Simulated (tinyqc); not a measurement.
Worked calculation: Ewald sum of point charges, zinc blende, strained along z by a factor 1.04, lattice. Computed by tinyqc, a small Python program that keeps every step. Command: `OMP_NUM_THREADS=1 python tinyqc.py 28210 28211 out.jsonl` (the two numbers bound the seeds that draw the settings). One thread of a shared host (Intel(R) Xeon(R) Processor @ 2.60GHz), about 0.03 s of CPU time with the checks.

## Ewald sum with eta = 0.347 1/bohr

cell vectors (rows) (bohr):
```
         1        2        3
1  0.00000  4.94500  5.14300
2  4.94500  0.00000  5.14300
3  4.94500  4.94500  0.00000
```

Charges:
```
q              f1       f2       f3
1.00000   0.00000  0.00000  0.00000
-1.00000  0.25000  0.25000  0.25000
```

Real space: 1/2 sum q_i q_j erfc(eta r)/r over all images with r > 0; reciprocal space: (2 pi/V) sum_(G != 0) exp(-G^2/4 eta^2)/G^2 |S(G)|^2 with S(G) = sum q exp(i G.r); self term -eta/sqrt(pi) sum q^2; background -pi Q^2/(2 V eta^2), Q the total charge.

Real-space shells (first ones):
```
r (bohr)  pairs  sum (hartree)
4.34041       8       -0.03057
6.99329       8        0.00034
7.13467      16        0.00052
8.23075      16       -0.00005
8.46995       8      -1.53e-05
9.89000       8       4.91e-07
10.28600      4       8.70e-08
10.80052      8      -4.28e-08
10.98390     16      -5.13e-08
12.19490     32       2.85e-09
12.43816     16       6.66e-10
12.86691     16      -1.69e-10
```

Reciprocal shells (first ones that count):
```
G^2 (1/bohr^2)  vectors  sum (hartree)
1.18037               8        0.02920
1.49254               2        0.00604
1.61446               4        0.00867
4.16545               8       1.68e-05
4.40928              16       1.92e-05
4.72146               8       9.36e-06
7.39437              16       2.32e-08
7.58463               8       1.53e-08
7.63820               8       6.78e-09
7.95038               8       6.81e-09
8.07230               8       5.21e-09
```

## The total does not depend on eta

The same sums for other eta.

Totals (hartree per cell):
```
eta           real  reciprocal      self  background       total
0.34700   -0.02978     0.04395  -0.39155     0.00000  -0.3773736
0.52800   -0.00110     0.21951  -0.59578     0.00000  -0.3773736
0.68600  -2.34e-05     0.39672  -0.77407     0.00000  -0.3773736
```

shortest distance = 4.34041 bohr

Madelung constant -E d / (formula units |q+ q-|) = 1.63795
